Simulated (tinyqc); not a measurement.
Worked calculation: Pariser-Parr-Pople SCF with singles CI, for the molecule Fc1cccc2ocnc12 (SMILES; centres numbered as the heavy atoms are written). One step of it, computed by the program tinyqc.

Problem. Iteration 2: orbitals and new P. Diagonalise F (the basis is taken as orthonormal) and form P = 2 sum c c over the lowest orbitals; 0.5 of the old P is kept.

F (eV):
```
             1F         2C         3C         4C         5C         6C          7O         8C
1F   -18.803142  -3.262974   0.519865   0.093149  -0.281283   0.120402    0.036279  -0.154365
2C    -3.262974  -5.621965  -3.903481   0.006358   0.527402  -0.072197   -0.074923   0.222522
3C     0.519865  -3.903481  -5.298091  -3.847027   0.241126   0.384189   -0.183575  -0.041127
4C     0.093149   0.006358  -3.847027  -5.027620  -4.085661   0.082328    0.206640  -0.176137
5C    -0.281283   0.527402   0.241126  -4.085661  -5.410257  -3.636158    0.266800   0.072768
6C     0.120402  -0.072197   0.384189   0.082328  -3.636158  -6.142783   -3.565095   0.497777
7O     0.036279  -0.074923  -0.183575   0.206640   0.266800  -3.565095  -14.130650  -3.754411
8C    -0.154365   0.222522  -0.041127  -0.176137   0.072768   0.497777   -3.754411  -6.357436
9N     0.077138   0.068649   0.197139  -0.089130  -0.081087   0.280165    0.602286  -4.294758
10C    0.341486  -3.521382  -0.038256   0.413311   0.042950  -3.672921    0.381899   0.330923

            9N        10C
1F    0.077138   0.341486
2C    0.068649  -3.521382
3C    0.197139  -0.038256
4C   -0.089130   0.413311
5C   -0.081087   0.042950
6C    0.280165  -3.672921
7O    0.602286   0.381899
8C   -4.294758   0.330923
9N   -7.754350  -3.767368
10C  -3.767368  -5.402431
```

pi electrons, sum of z_r less the charge = 12

P after iteration 1:
```
            1F         2C         3C         4C         5C         6C         7O         8C
1F    1.768643   0.426300  -0.239013  -0.059375   0.198677  -0.076755  -0.026985   0.112869
2C    0.426300   0.993619   0.641167  -0.003284  -0.299875   0.037292   0.046540  -0.152675
3C   -0.239013   0.641167   1.135021   0.619995  -0.124548  -0.218490   0.129085   0.033855
4C   -0.059375  -0.003284   0.619995   1.013309   0.709229  -0.042526  -0.133858   0.144983
5C    0.198677  -0.299875  -0.124548   0.709229   1.120662   0.541137  -0.127503  -0.049933
6C   -0.076755   0.037292  -0.218490  -0.042526   0.541137   1.083979   0.477118  -0.246057
7O   -0.026985   0.046540   0.129085  -0.133858  -0.127503   0.477118   1.511614   0.537278
8C    0.112869  -0.152675   0.033855   0.144983  -0.049933  -0.246057   0.537278   1.049093
9N   -0.041744  -0.036109  -0.137205   0.066963   0.054279  -0.136001  -0.260838   0.728489
10C  -0.157014   0.498114   0.019761  -0.235004  -0.022183   0.554851  -0.166977  -0.163580

            9N        10C
1F   -0.041744  -0.157014
2C   -0.036109   0.498114
3C   -0.137205   0.019761
4C    0.066963  -0.235004
5C    0.054279  -0.022183
6C   -0.136001   0.554851
7O   -0.260838  -0.166977
8C    0.728489  -0.163580
9N    1.232954   0.535918
10C   0.535918   1.091106
```

Give: orbital energies; P after iteration 2.

Solution.

orbital energies (eV): [-19.599, -16.872, -12.660, -11.711, -9.628, -9.130, -1.902, -0.829, 0.136, 2.247]

P after iteration 2:
```
         1F      2C      3C      4C      5C      6C      7O      8C
1F    1.861   0.322  -0.193  -0.039   0.147  -0.049  -0.020   0.084
2C    0.322   0.984   0.673   0.006  -0.324   0.032   0.051  -0.168
3C   -0.193   0.673   1.087   0.619  -0.082  -0.247   0.108   0.038
4C   -0.039   0.006   0.619   1.001   0.711  -0.028  -0.113   0.158
5C    0.147  -0.324  -0.082   0.711   1.086   0.562  -0.125  -0.043
6C   -0.049   0.032  -0.247  -0.028   0.562   1.065   0.421  -0.275
7O   -0.020   0.051   0.108  -0.113  -0.125   0.421   1.630   0.491
8C    0.084  -0.168   0.038   0.158  -0.043  -0.275   0.491   0.987
9N   -0.027  -0.030  -0.125   0.046   0.052  -0.102  -0.249   0.757
10C  -0.129   0.521   0.016  -0.251  -0.019   0.574  -0.151  -0.148

         9N     10C
1F   -0.027  -0.129
2C   -0.030   0.521
3C   -0.125   0.016
4C    0.046  -0.251
5C    0.052  -0.019
6C   -0.102   0.574
7O   -0.249  -0.151
8C    0.757  -0.148
9N    1.248   0.510
10C   0.510   1.051
```
